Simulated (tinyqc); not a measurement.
Pariser-Parr-Pople SCF with singles CI, for the molecule c1ccc2cccc-2cc1 (SMILES; centres numbered as the heavy atoms are written), step by step. Computed by tinyqc, a small Python program that keeps every step. Settings: charge = 0, gamma = Ohno, start = huckel, damping = 0.5, iteration cap = 57, excitations kept = 4. Command: `OMP_NUM_THREADS=1 python tinyqc.py 21952 21953 out.jsonl` (the two numbers bound the seeds that draw the settings). One thread of a shared host (Intel(R) Xeon(R) Processor @ 2.60GHz), about 0.02 s of CPU time with the checks.

Centres (angstrom, eV; a flat drawing with bonds scaled to 1.40 angstrom):
```
centre          x          y  core charge z          W   gamma_rr
1C       2.531000   0.000000              1  11.160000  11.130000
2C       1.924000   1.261000              1  11.160000  11.130000
3C       0.559000   1.573000              1  11.160000  11.130000
4C      -0.536000   0.700000              1  11.160000  11.130000
5C      -1.867000   1.133000              1  11.160000  11.130000
6C      -2.690000   0.000000              1  11.160000  11.130000
7C      -1.867000  -1.133000              1  11.160000  11.130000
8C      -0.536000  -0.700000              1  11.160000  11.130000
9C       0.559000  -1.573000              1  11.160000  11.130000
10C      1.924000  -1.261000              1  11.160000  11.130000
```

Resonance integrals (eV):
```
i    j       beta
1    2  -2.390000
2    3  -2.390000
3    4  -2.390000
4    5  -2.390000
5    6  -2.390000
6    7  -2.390000
7    8  -2.390000
8    9  -2.390000
9   10  -2.390000
10   1  -2.390000
8    4  -2.390000
```

Stop when output and input P, before any damping, agree to 1e-7.

Course of the cycle:
```
iteration         E (eV)  largest |P(out) - P(in)|
1          -132.71851673                  7.65e-02
2          -132.84682614                  4.33e-02
3          -132.91504005                  2.60e-02
4          -132.95125586                  1.60e-02
5          -132.97042534                  1.01e-02
6          -132.98054557                  6.43e-03
7          -132.98588076                  4.16e-03
8          -132.98869371                  2.72e-03
9          -132.99017981                  1.85e-03
10         -132.99096831                  1.45e-03
11         -132.99138966                  1.16e-03
...                  ...                       ...
47         -132.99191578                  3.40e-06
48         -132.99191578                  2.91e-06
49         -132.99191578                  2.49e-06
50         -132.99191578                  2.13e-06
51         -132.99191578                  1.82e-06
52         -132.99191578                  1.56e-06
53         -132.99191578                  1.33e-06
54         -132.99191578                  1.14e-06
55         -132.99191578                  9.74e-07
56         -132.99191578                  8.33e-07
57         -132.99191578                  7.13e-07
```

Can the last value be used, and what does the course show?

Not by the stop rule, although the second column moves by less than 1e-07 over the last three steps. Not converged within 57 iterations: the residual falls steadily but slowly, by a factor of about 0.86 a step. Reruns (cap 100 unless said): damping 0: converged in 33 (E = -132.99192); the original settings with a cap of 400: converged in 70 (E = -132.99192).
